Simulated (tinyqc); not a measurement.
Closable height against the size of the gap: wafer bonding and layer transfer: bond energy, gap closing, particles, bonding of dissimilar wafers and hydrogen blisters. Computed by tinyqc, a small Python program. Command: `OMP_NUM_THREADS=1 python tinyqc.py 3026654 3026655 out.jsonl bond walk`. One thread of a shared host (Intel(R) Xeon(R) Processor @ 2.30GHz), about 0.01 s of CPU time with the checks.

gamma is the energy per area of each of the two surfaces; plates are isotropic.

Inputs (values chosen for the exercise, for model wafers):
```
quantity,value,unit
Young's modulus E1,165,GPa
Young's modulus E2,381,GPa
Poisson ratio nu,0.26,-
thickness t1,300,micrometre
thickness t2,200,micrometre
blade thickness t_b,230,micrometre
crack length L,19.1,mm
```

Pair: two different wafers.

Method. Two cantilevers opened by t_b: gamma = 3 t_b^2 E1 t1^3 E2 t2^3/(16 L^4 (E1 t1^3 + E2 t2^3)). E' = E1/(1 - nu^2), equal wafers of thickness t1 assumed. A gap of radius R closes if h_g < h_c: h_c = R^2/sqrt((2/3) E' t1^3/gamma) for R > 2 t1 (plate bending), h_c = 3.6 sqrt(R gamma/E') for R < 2 t1 (local deformation).

bond energy gamma = 0.134881 J/m^2

Gap closing:
```
R (mm),regime,h_c (nm),slope h_c/R
1.00e-04,local,9.9389e-01,0.009939
1.00e-03,local,3.1429e+00,0.003143
1.00e-02,local,9.9389e+00,0.000994
1.00e-01,local,3.1429e+01,0.000314
5.00e-01,local,7.0278e+01,0.000141
2.00e+00,plate,8.2311e+02,0.000412
5.00e+00,plate,5.1444e+03,0.001029
2.00e+01,plate,8.2311e+04,0.004116
5.00e+01,plate,5.1444e+05,0.010289
```

Roughness of 100 nm scale may be 0.99 nm in half height, waviness of radius 5 cm as much as 510 micrometre: h_c goes as R^(1/2) when the wafer deforms locally and as R^2 when it bends. The allowed slope is least near R = 2 t1, so defects about 4 t1 wide are the hardest to close; bow matters little.

Extremes, crossings and ranges named in words are read from the listed rows.
